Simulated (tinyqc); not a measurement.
# Field length and prefactor from two substrate currents

Problem. For Em = (Vd - Vdsat)/l, Isub/Id = (Ai/Bi)(Vd - Vdsat) exp(-Bi l/(Vd - Vdsat)), and l = sqrt(3 tox xj). Find l, Ai and xj.

Inputs (values chosen for the exercise):
- tox = 11 nm (oxide thickness)
- Bi = 1.74 MV/cm (ionisation field)

Isub/Id at Vd - Vdsat = 2.4 and 3.3 V: [0.00763358996, 0.0523188082]

Solution. ln[Isub/(Id (Vd - Vdsat))] is linear in 1/(Vd - Vdsat) with slope -Bi l.

l = 81.2 nm
Ai = 2.00e6 1/cm
xj = 200 nm

Computed by the program tinyqc: `OMP_NUM_THREADS=1 python tinyqc.py 2550032 2550033 out.jsonl`, one thread of a shared Intel Xeon 2.30GHz, about 0.01 s for the whole run.
